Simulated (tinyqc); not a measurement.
From results back to parameters: spherical quantum dot. Three cases, with inputs chosen for the exercise.

Problem. The transition energy below was computed from a hidden radius.

Brus estimate with the correlation term of Kayanuma, both carriers between hard walls: E = Eg + c (pi/R)^2 (1/mw + 1/mh) - 1.786 q/(eps R) - 0.248 Ry*, with q = e^2/(4 pi eps0), Ry* = Ry mu/eps^2, 1/mu = 1/mw + 1/mh, a* = a0 eps/mu, c = hbar^2/2m0. It assumes R below about a*.

Constants: hbar^2/2m0 = 3.80998211 eV angstrom^2; e^2/(4 pi eps0) = 14.39964547 eV angstrom; Ry = 13.60569312 eV; a0 (Bohr radius) = 0.5291772105 angstrom; hc = 1239.841984 eV nm.

Find: E - Eg + 0.248 Ry*; R.

Case 1.

Values chosen (near those of a non-polar GaN dot in AlN; shifted at random, so the results belong to these values and not to a real crystal): Eg = 3.526 eV (bulk gap); mw = 0.206 m0 (mass inside); mh = 0.32 m0 (hole mass); eps = 9.2 (dielectric constant inside).

E = 4.852191 eV

Solution.

E - Eg + 0.248 Ry* = 1.3312 eV
R = 14.0 angstrom

With u = 1/R the formula is a quadratic A u^2 - B u - D = 0, A = c pi^2/mu, B = 1.786 q/eps, D = E - Eg + 0.248 Ry*; for D > 0 it has one positive root, R = 2A/(B + sqrt(B^2 + 4 A D)). Hard walls and parabolic bands overstate so large a shift, so a real dot of this energy is smaller.

Case 2.

Values chosen (near those of a non-polar GaN dot in AlN; shifted at random, so the results belong to these values and not to a real crystal): Eg = 3.462 eV (bulk gap); mw = 0.199 m0 (mass inside); mh = 0.34 m0 (hole mass); eps = 9.7 (dielectric constant inside).

E = 4.234762 eV

Solution.

E - Eg + 0.248 Ry* = 0.7773 eV
R = 18.0 angstrom

With u = 1/R the formula is a quadratic A u^2 - B u - D = 0, A = c pi^2/mu, B = 1.786 q/eps, D = E - Eg + 0.248 Ry*; for D > 0 it has one positive root, R = 2A/(B + sqrt(B^2 + 4 A D)). Hard walls and parabolic bands overstate so large a shift, so a real dot of this energy is smaller.

Case 3.

Values chosen (near those of an InGaAs dot in InAlAs; shifted at random, so the results belong to these values and not to a real crystal): Eg = 0.815 eV (bulk gap); mw = 0.0407 m0 (mass inside); mh = 0.47 m0 (hole mass); eps = 13.1 (dielectric constant inside).

E = 0.966561 eV

Solution.

E - Eg + 0.248 Ry* = 0.1523 eV
R = 75.0 angstrom

With u = 1/R the formula is a quadratic A u^2 - B u - D = 0, A = c pi^2/mu, B = 1.786 q/eps, D = E - Eg + 0.248 Ry*; for D > 0 it has one positive root, R = 2A/(B + sqrt(B^2 + 4 A D)).

Computed by tinyqc, one run a case: `OMP_NUM_THREADS=1 python tinyqc.py N N+1 out.jsonl` with N = 1280057, 1280376, 1280411; one thread of a shared Intel(R) Xeon(R) Processor @ 2.30GHz, about 0.04 s a run at most.
